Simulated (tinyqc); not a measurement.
Starting guesses with plain Roothaan steps: SCF starting guesses in the sto-3g basis, for BeH2, spin multiplicity 1. Computed by the program tinyqc with PySCF. RHF with one setting changed at a time; a run stops when the energy changes by less than 1e-09 hartree and the error matrix is below 1e-5. Starts: the lowest orbitals of the core Hamiltonian, of the Wolfsberg-Helmholz matrix (K = 1.75), projected atomic densities, random orbitals, and the highest orbitals of the core Hamiltonian (a deliberately bad start).

Geometry (angstrom):
```
atom       x        y       z
Be    0.0000   0.0000  0.0000
H     0.0000   1.4850  0.0000
H     0.0000  -1.4850  0.0000
```

lowest restricted solution found by these runs and by PySCF = -15.535826 hartree

Largest element of the error matrix X^T (FDS - SDF) X:
```
iteration     core  Wolfsberg-Helmholz  atomic densities   random  highest core orbitals
1          5.6e-01             1.4e-01           3.1e-01  4.1e+00                1.1e-01
2          3.9e-02             1.8e-02           1.0e-01  4.3e-01                3.5e-01
3          3.7e-03             3.6e-03           2.3e-02  8.1e-02                2.8e-01
4          6.4e-04             9.0e-04           5.7e-03  3.7e-02                3.7e-02
5          1.5e-04             2.3e-04           1.5e-03  1.7e-02                7.7e-03
6          3.9e-05             6.2e-05           4.0e-04  8.5e-03                1.9e-03
8          2.7e-06             4.3e-06           2.8e-05  2.1e-03                1.3e-04
10               -                   -           2.0e-06  5.3e-04                9.4e-06
14               -                   -                 -  3.4e-05                      -
```

How each run ends:
```
run                    iterations  E (hartree)         state
core                            8   -15.535826  lowest found
Wolfsberg-Helmholz              8   -15.535826  lowest found
atomic densities               10   -15.535826  lowest found
random                         16   -15.535826  lowest found
highest core orbitals          11   -15.535826  lowest found
```

What does the comparison show, and why?

5 of 5 runs reach the lowest restricted solution found, in 8 to 16 iterations (fastest: core, Wolfsberg-Helmholz). The first errors are 6e-01, 1e-01, 3e-01, 4e+00, 1e-01; the deliberately bad start has the smallest one, so a small first error does not mark a good start.
